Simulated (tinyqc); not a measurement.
# Changing the mean current density

Model: electroplating on a thin resistive seed layer: kinetics, Wagner number and the terminal effect across a wafer. Computed by tinyqc, a small Python program. Command: `OMP_NUM_THREADS=1 python tinyqc.py 3121377 3121378 out.jsonl terminal sweep`. One thread of a shared host (Intel(R) Xeon(R) Processor @ 2.30GHz), about 0.07 s of CPU time with the checks.

Current enters the seed at the rim. The bath is treated as a local resistance per area (no lateral flow in the liquid), two electrons per ion, molar volume 7.11 cm^3/mol, Faraday constant F = e N_A, kinematic viscosity 0.01 cm^2/s, omega = 2 pi x rpm/60; k_B T/e is in volts.

Inputs (values chosen for the exercise, of the order of those for copper plating on a thin cobalt or ruthenium seed):
```
quantity                               value         unit
wafer radius R                            15           cm
seed thickness t                          21           nm
seed resistivity                         3.8  microohm cm
bath conductivity kappa                 0.26         S/cm
gap to the anode h                       2.2           cm
extra resistance of a porous plate         0     ohm cm^2
exchange current density i_0           0.038      mA/cm^2
cathodic transfer coefficient alpha     0.63            -
diffusivity of the metal ion         6.4e-06       cm^2/s
metal ion concentration                 0.52        mol/L
rotation rate                            100          rpm
temperature T                            298            K
```

Constants: e = 1.602176634e-19 C; N_A = 6.02214076e+23 1/mol; k_B = 8.617333262e-05 eV/K.

Method:
- Growth rate = i V_m/(2 F). Levich limit i_L = 0.62 x 2 F D^(2/3) omega^(1/2) nu^(-1/6) c. Tafel overpotential eta = (k_B T/(alpha e)) ln(i/i_0); kinetic resistance k_B T/(alpha e i); bath resistance h/kappa + plate; R_s = resistivity/t; Wagner number = kinetic resistance x kappa/R.
- Linearised: with R_t = kinetic + bath resistance the current density obeys (1/r)(r i')' = i R_s/R_t, so i = A I_0(r/l), l = sqrt(R_t/R_s); with x = R/l, edge/centre = I_0(x) and edge/mean = x I_0(x)/(2 I_1(x)).
- Voltage drop in the seed for a uniform current: i R_s R^2/4.
- Full model: seed potential phi(r) with (1/r)(r phi')' = R_s i, where i solves phi = R_b i + (k_B T/(alpha e)) ln(i/i_0) (phi being the driving voltage left at r); phi'(0) = 0 and phi'(R) = R_s i_mean R/2. Solved by collocation to a tolerance of 1e-7.

One run for each value; columns: (1) mean current density (mA/cm^2); (2) edge over centre, full model; (3) kinetic resistance (ohm cm^2); (4) growth rate (nm/min); (5) drop for uniform current (mV):
```
(1)       (2)     (3)     (4)     (5)
0.50    2.444  81.523    11.1    50.9
0.99    4.043  41.173    21.9   100.8
2.00    7.287  20.381    44.2   203.6
3.90   12.560  10.452    86.2   397.0
7.70   20.712   5.294   170.2   783.7
15.00  31.959   2.717   331.6  1526.8
30.00  47.454   1.359   663.2  3053.6
60.00  66.591   0.679  1326.4  6107.1
```

Over the rows, edge over centre, full model rises from 2.44 to 66.6 (exponent d ln y / d ln x 0.74 between the first rows and 0.49 between the last); kinetic resistance (ohm cm^2) falls from 81.5 to 0.679 (exponent d ln y / d ln x about -1.0 throughout); growth rate (nm/min) rises from 11.1 to 1330 (exponent d ln y / d ln x about 1.0 throughout).

Caution (rows 30.0, 60.0): at the rim the current nears the limiting value, which would flatten the real profile. Caution (rows 60.0): the mean current exceeds 0.3 i_L, so depletion of metal ions, left out of the distribution, matters.
